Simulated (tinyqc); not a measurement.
# Partial widths from the peak

Inverse problem. A Breit-Wigner resonance has total width G = GL + GR and peak transmission Tp = 4 GL GR/G^2. GR is known to be the larger. Find GL, GR and the lifetime hbar/G.

Constants: q = 1.602176634e-19 C, hbar = 1.054571817e-34 J s. Results are converted to the units shown.

G = 2.6588915 meV
Tp = 0.56151317

Answer. GL and GR have the sum G and the product Tp G^2/4, so they are (G/2)(1 +/- sqrt(1 - Tp)).

GL = 0.449 meV
GR = 2.21 meV
lifetime = 248 fs

tinyqc, about 0.1 s, one thread, Intel Xeon 2.30GHz (shared host): `OMP_NUM_THREADS=1 python tinyqc.py 2600061 2600062 out.jsonl`
